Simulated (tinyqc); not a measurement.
Composition of the layer: band edges of strained Si(1-x)Ge(x) on relaxed Si(1-y)Ge(y).

Values are linear in the Ge fraction but for ED(x) = linear - CD x (1 - x) and a(x) = linear - Ca x (1 - x). Energies are on the common scale of Ev.

Coherent growth on a (001) face: e_par = (a(y) - a(x))/a(x), e_perp = -2 (C12/C11) e_par; exx = eyy = e_par, ezz = e_perp, no shear.

A valley with unit axis u lies at Ev + gap + (av + a_valley) tr(e) + Xu (u.e.u - tr(e)/3); the Delta axes are x, y, z and the L axes [111], [1-1-1], [-11-1], [-1-11]. The second-order shift of the Delta valleys under shear is left out; it lowers the pair normal to the sheared plane by tens of meV at a shear of 1 %.

Valence edges: Ev plus the levels of the 6 x 6 matrix of X, Y, Z times spin with -Dso/3 + l exx + m (eyy + ezz) on the diagonal (cyclic), n exy off it, l = av + 2 b, m = av - b, n = sqrt(3) d. Spin-orbit term (Dso/3) L.sigma on X, Y, Z with (L_k)_ij = -i epsilon_kij: <X+|H|Y+> = -i Dso/3, <X+|H|Z-> = Dso/3, <Y+|H|Z-> = -i Dso/3, <Z+|H|X-> = -Dso/3, <Z+|H|Y-> = i Dso/3, <X-|H|Y-> = i Dso/3, and their conjugates; + and - are the spin along z.

Parameters, chosen for this exercise (end members near Si and Ge, in this order; shifted at random, so the results belong to these values and not to a real crystal):
- a = (5.431, 5.664) angstrom (lattice constant)
- Dso = (0.044, 0.288) eV (spin-orbit splitting)
- av = (2.46, 1.23) eV (valence hydrostatic potential)
- b = (-2.1, -2.58) eV (tetragonal shear potential)
- d = (-4.84, -5.28) eV (trigonal shear potential)
- C11 = (168.2, 126.7) GPa
- C12 = (63.4, 47.9) GPa
- C44 = (79.7, 67.5) GPa
- Ev = (0, 0.68) eV (top of the unstrained valence band)
- ED = (1.173, 0.945) eV (gap to the Delta valleys)
- EL = (2.042, 0.738) eV (gap to the L valleys)
- aD = (1.63, 1.36) eV (hydrostatic potential of the Delta gap)
- aL = (-3.23, -2.62) eV (hydrostatic potential of the L gap)
- XuD = (9.47, 9.33) eV (uniaxial potential, Delta)
- XuL = (15.63, 14.98) eV (uniaxial potential, L)
- CD = 0.206 eV (bowing of the Delta gap)
- Ca = 0.025 angstrom (bowing of the lattice constant)
- face = 001 (growth face)
- y = 0.86 (Ge fraction of the relaxed buffer)

The buffer is kept. dEc = Ec(buffer) - Ec(layer), dEv = Ev(layer) - Ev(buffer); buffer edges Ev(y) and Ev(y) + min(ED, EL). The digit behind Delta or L counts whole valleys.

Results:

| x | e_par (%) | lowest valleys | gap (eV) | next valleys above (meV) | valence splitting (meV) | dEc (eV) | dEv (eV) |
|---|---|---|---|---|---|---|---|
| 0.31 | 2.37 | Delta2 | 0.685 | 393 | 251 | 0.391 | -0.156 |
| 0.41 | 1.95 | Delta2 | 0.727 | 323 | 204 | 0.327 | -0.134 |
| 0.51 | 1.53 | Delta2 | 0.772 | 252 | 156 | 0.258 | -0.110 |
| 0.70 | 0.71 | Delta2 | 0.868 | 116 | 68 | 0.110 | -0.057 |
| 0.80 | 0.27 | Delta2 | 0.920 | 44 | 24 | 0.023 | -0.023 |
| 0.90 | -0.18 | L4 | 0.866 | 62 | 15 | 0.022 | 0.032 |
| 1.00 | -0.63 | L4 | 0.730 | 142 | 51 | 0.076 | 0.114 |

Give the missing row, x = 0.61.

Computed row:
```
x     e_par (%)  lowest valleys  gap (eV)  next valleys above (meV)  valence splitting (meV)  dEc (eV)  dEv (eV)
0.61       1.10          Delta2     0.821                       181                      109     0.183    -0.084
```

The gap is 0.685 eV in the first row and 0.730 eV in the last, with its largest listed value, 0.920 eV, at x = 0.80. The lowest valleys change: Delta2 to L4 between x = 0.80 and 0.90. Per 0.1 of x the valence offset moves by +39 meV on average; the conduction offset lies between +22 and +391 meV, not monotonically. Both carriers sit on one side for x = 0.90 and 1.00, and on opposite sides elsewhere. Offsets below about 30 meV are within the spread of parameter sets, so those rows do not settle the type. Strains above 2 % can be kept only in layers of a few nanometres.

(tinyqc, `OMP_NUM_THREADS=1 python tinyqc.py 1080671 1080672 out.jsonl`, Intel(R) Xeon(R) Processor @ 2.30GHz, 1 thread, shared host, about 0.01 s.)
